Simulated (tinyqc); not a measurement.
Worked calculation: extended Hueckel theory, for H4-. The parameters take no account of the charge, which enters only through the electron count, and nothing here shows that the anion is bound. Computed by tinyqc, a small Python program that keeps every step (integrals from PySCF). Settings: charge = -1, K = 2.0, multiplicity = 2. Command: `OMP_NUM_THREADS=1 python tinyqc.py 21741 21742 out.jsonl` (the two numbers bound the seeds that draw the settings). One thread of a shared host (Intel(R) Xeon(R) Processor @ 2.60GHz), about 0.01 s of CPU time with the checks.

## Overlaps

Geometry (angstrom):
```
atom        x        y        z
H     0.00000  0.00000  0.00000
H     0.00000  0.00000  0.85600
H     0.00000  1.01600  0.00000
H     0.00000  1.01600  0.85600
```

Parameters chosen for this run:
```
element  shell  Slater exponent  H_ii (eV)
H           1s          1.30000  -13.60000
```

Slater orbitals, each expanded in six Gaussians scaled to its exponent.

overlap S, order 1H 1s, 2H 1s, 3H 1s, 4H 1s:
$$\begin{pmatrix}
1.00000 & 0.55886 & 0.45928 & 0.29886 \\
0.55886 & 1.00000 & 0.29886 & 0.45928 \\
0.45928 & 0.29886 & 1.00000 & 0.55886 \\
0.29886 & 0.45928 & 0.55886 & 1.00000
\end{pmatrix}$$

## Wolfsberg-Helmholz matrix

diagonal H_ii (eV): 1H 1s -13.60000, 2H 1s -13.60000, 3H 1s -13.60000, 4H 1s -13.60000

K = 2.00000

H_ij = K' S_ij (H_ii + H_jj)/2 for i != j (the diagonal keeps H_ii), with K' = 2.

H (eV), order 1H 1s, 2H 1s, 3H 1s, 4H 1s:
$$\begin{pmatrix}
-13.60000 & -15.20102 & -12.49235 & -8.12910 \\
-15.20102 & -13.60000 & -8.12910 & -12.49235 \\
-12.49235 & -8.12910 & -13.60000 & -15.20102 \\
-8.12910 & -12.49235 & -15.20102 & -13.60000
\end{pmatrix}$$

## Orbitals

valence electrons = 5

Solve H C = S C e through S^(-1/2); fill by pairs from the bottom, a degenerate level sharing its electrons equally; each orbital has its largest coefficient positive (the first on a tie).

orbital energies (eV): [-21.33035, -10.21528, -4.59183, 21.24591]

occupations: [2.00000, 2.00000, 1.00000, 0.00000]

coefficients, order 1H 1s, 2H 1s, 3H 1s, 4H 1s:
$$\begin{pmatrix}
0.32848 & 0.55877 & 0.64466 & 0.94369 \\
0.32848 & 0.55877 & -0.64466 & -0.94369 \\
0.32848 & -0.55877 & 0.64466 & -0.94369 \\
0.32848 & -0.55877 & -0.64466 & 0.94369
\end{pmatrix}$$

sum of one-electron energies = -67.68308 eV

## Mulliken analysis

P = C n C^T; charge = valence electrons (H 1) minus the sum of (P S)_ii on the atom; overlap population = 2 sum P_ij S_ij between two atoms.

charges: 1H -0.25000, 2H -0.25000, 3H -0.25000, 4H -0.25000

Overlap populations:
```
pair      value
2-1    0.474633
3-1    0.006383
3-2   -0.492668
4-1   -0.492668
4-2    0.006383
4-3    0.474633
```
